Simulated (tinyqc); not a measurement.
# On-chip interconnect, size-dependent resistivity and RC delay: two studies

A rectangular line between two neighbours and two ground planes. Surface and grain-boundary scattering are added to the bulk resistivity as corrections; capacitances are parallel-plate values without fringing; inductance is ignored.

Parameters, values chosen for the exercise; metal values close to those of copper:
```
symbol,value,unit,meaning
rho0,1.68,uohm cm,bulk resistivity
lam,38.9,nm,bulk mean free path
ps,0,,specular share of surface scattering
Rg,0.41,,reflection coefficient of grain boundaries
gr,2,,grain size over the metal width
wd,24,nm,drawn line width
AR,1.3,,"aspect ratio, height over width"
tl,2.8,nm,"liner on both walls and the bottom, not conducting"
sp,24,nm,space to the neighbouring lines
hd,32,nm,dielectric height to the planes above and below
ek,2.2,,relative permittivity of the dielectric
Mf,2,,Miller factor of the neighbours
Lw,400,um,line length
Rd,420,ohm,driver resistance
Cl,0.71,fF,load capacitance
rho2,5.15,uohm cm,bulk resistivity of the second metal (close to iridium)
lam2,7.04,nm,mean free path of the second metal
tl2,0.1,nm,liner of the second metal
```

Constants: eps0 = 8.8541878128e-12 F/m. Results are converted to the units shown.

Each table varies one quantity; the others keep the values above.

## Delay against the space to the neighbouring lines

Metal width x = wd - 2 tl, height y = AR wd - tl; grain boundaries (Mayadas-Shatzkes): al = (lam/(gr x)) Rg/(1 - Rg), g = 1/[1 - 3 al/2 + 3 al^2 - 3 al^3 ln(1 + 1/al)] - 1; surfaces (Fuchs-Sondheimer, thick limit): s = (3/8) lam (1 - ps)(1/x + 1/y); rho = rho0 (1 + g + s); r = rho/(x y); c = eps0 ek (2 wd/hd + 2 Mf AR wd/sp). Elmore delay tE = Rd (c Lw + Cl) + r Lw (c Lw/2 + Cl); t50 is the time at which the far end of a ladder of 30 pi sections (half capacitances at both ends, Cl at the far end, a step applied through Rd) reaches half the step; line share r Lw/(Rd + r Lw); estimate 0.69 Rd (c Lw + Cl) + 0.38 r c Lw^2 + 0.69 r Lw Cl.

The same in every row: rho (uohm cm) = 5.587; r (ohm/um) = 106.9; line share of the resistance (%) = 99.03.

Delay against the space to the neighbouring lines:
```
sp (nm)  c (fF/um)  tE (ps)  t50 (ps)  estimate (ps)
12          0.2318     2052      1555           1555
17          0.1722     1533      1161           1161
23          0.1349     1207     914.5          913.9
32          0.1052    948.1     718.1          717.2
45         0.08324    756.7     573.1          571.9
62         0.06843    627.5     475.2          473.9
86         0.05749    532.0     402.9          401.5
120        0.04948    462.2     350.0          348.5
```

As sp goes from 12 to 120, r stays at 107 ohm/um, c falls from 0.232 to 0.0495 fF/um and t50 falls from 1550 to 350 ps. t50/tE stays at 0.757, and the estimate is within 0.41 % of t50.

## Two metals against line width

Metal width x = wd - 2 tl, height y = AR wd - tl; grain boundaries (Mayadas-Shatzkes): al = (lam/(gr x)) Rg/(1 - Rg), g = 1/[1 - 3 al/2 + 3 al^2 - 3 al^3 ln(1 + 1/al)] - 1; surfaces (Fuchs-Sondheimer, thick limit): s = (3/8) lam (1 - ps)(1/x + 1/y); rho = rho0 (1 + g + s); r = rho/(x y). The second metal has rho2, lam2 and tl2 in place of rho0, lam and tl; ps, Rg, gr and AR are shared.

Results:
```
wd (nm)  rho, first (uohm cm)  rho, second (uohm cm)  r, first (ohm/um)  r, second (ohm/um)  ratio second/first
8                       27.83                  10.50            1.526e4                1307             0.08568
10                      16.63                  9.426               3705               745.6              0.2012
13                      10.91                  8.435               1045               392.3              0.3752
22                      6.040                  7.091              142.8               114.1              0.7995
30                      4.662                  6.574              52.78               56.71               1.074
45                      3.558                  6.100              16.21               23.32               1.438
70                      2.844                  5.762              5.007               9.081               1.814
120                     2.342                  5.507              1.337               2.949               2.206
```

Estimate the missing row, wd = 17 nm.

Computed row:
```
wd (nm)  rho, first (uohm cm)  rho, second (uohm cm)  r, first (ohm/um)  r, second (ohm/um)  ratio second/first
17                      7.834                  7.661              356.1               207.3              0.5822
```

With this row back in the table: The resistivity of the first metal falls from 27.8 to 2.34 uohm cm and that of the second goes from 10.5 to 5.51 uohm cm as the line widens. The products rho0 lam, which set the size effect, are 65.4 and 36.3 uohm cm nm. The two resistances cross at wd = 27.6 nm: below it the second metal gives the lower line resistance. For widths well under the mean free path the thick-limit surface term is only a guide.

Range of the model: The metal width is under the mean free path, where the thick-limit surface term and the simple sum of corrections lose accuracy.

tinyqc, about 0.01 s, one thread, Intel Xeon 2.30GHz (shared host): `OMP_NUM_THREADS=1 python tinyqc.py 2100158 2100159 out.jsonl`
